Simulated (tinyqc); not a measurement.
# Changing the radius a of the spreading-resistance contact

Model: four-point probe, van der Pauw, Hall and spreading-resistance readings of a semiconductor layer. Computed by tinyqc, a small Python program. Command: `OMP_NUM_THREADS=1 python tinyqc.py 3110275 3110276 out.jsonl probe sweep`. One thread of a shared host (Intel(R) Xeon(R) Processor @ 2.30GHz), about 0.02 s of CPU time with the checks.

The layer is uniform and ohmic; contacts are points unless a radius is given.

Inputs (values chosen for the exercise, modelled on p-type silicon): carrier density n = 1.7e+16 1/cm^3; drift mobility mu = 322 cm^2/(V s); layer thickness t = 2800 micrometre.

Backing of the layer: conducting.

Constants: e = 1.602176634e-19 C.

Method. rho = 1/(e n mu); R_s = rho/t. Flat disc contact with the current density of a half-space: R = (rho/(4 a)) c, c = (4/pi) int_0^infinity K(x t/a) sin(x) J1(x)/x^2 dx for a conducting backing, K = tanh, with the voltage averaged over the disc; c tends to 1 for t >> a.

One run for each value; columns: (1) radius a of the spreading-resistance contact (micrometre); (2) spreading resistance (ohm); (3) factor c; (4) rho/(4 a) (ohm); (5) column estimate rho t/(pi a^2) (ohm):
```
(1)           (2)      (3)     (4)         (5)
93     3.0202e+01  0.98535  30.651  1.1750e+03
190    1.4554e+01  0.97008  15.003  2.8150e+02
370    7.2564e+00  0.94188   7.704  7.4232e+01
730    3.4612e+00  0.88640   3.905  1.9070e+01
1400   1.6063e+00  0.78894   2.036  5.1849e+00
2900   6.0018e-01  0.61060   0.983  1.2084e+00
5700   2.0495e-01  0.40983   0.500  3.1278e-01
22000  1.7551e-02  0.13546   0.130  2.0997e-02
```

Give the missing row, radius a of the spreading-resistance contact (micrometre) = 11000.

Computed row; columns: (1) radius a of the spreading-resistance contact (micrometre); (2) spreading resistance (ohm); (3) factor c; (4) rho/(4 a) (ohm); (5) column estimate rho t/(pi a^2) (ohm):
```
(1)           (2)      (3)    (4)         (5)
11000  6.3996e-02  0.24696  0.259  8.3986e-02
```

Interpolating between the two neighbouring rows (the first column on a logarithmic scale, the others too where they are positive) misses by up to 3.2 %. Over the rows, spreading resistance (ohm) falls from 30.2 to 0.0176 (exponent d ln y / d ln x -1.0 between the first rows and -1.9 between the last); factor c falls from 0.985 to 0.135 (exponent d ln y / d ln x -0.022 between the first rows and -0.87 between the last); rho/(4 a) (ohm) falls from 30.7 to 0.130 (exponent d ln y / d ln x about -1.0 throughout). At the low end the exponent of spreading resistance is -1.02, close to -1: spreading into a half-space.
